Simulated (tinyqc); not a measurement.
## Scale length and barrier from the threshold roll-off

Problem. For L well above Lambda the threshold falls by 2 m sqrt(A (A + Vds)) exp(-pi L/(2 Lambda)), A being the height of the source potential over the barrier top; the two values follow this form. Find Lambda and A.

Values chosen for this exercise: long-channel body factor m = 1; drain voltage Vds = 0.5 V.

threshold lowering at L = 32 and 51 nm (mV): 59.528092  8.9951573

Answer. The ratio of the two values gives Lambda; the prefactor gives A (A + Vds), a quadratic with one positive root.

Lambda = 15.79 nm
A = 0.5100 V

Program tinyqc, `OMP_NUM_THREADS=1 python tinyqc.py 2420078 2420079 out.jsonl`; Intel Xeon 2.30GHz, shared host, one thread, about 0.01 s.
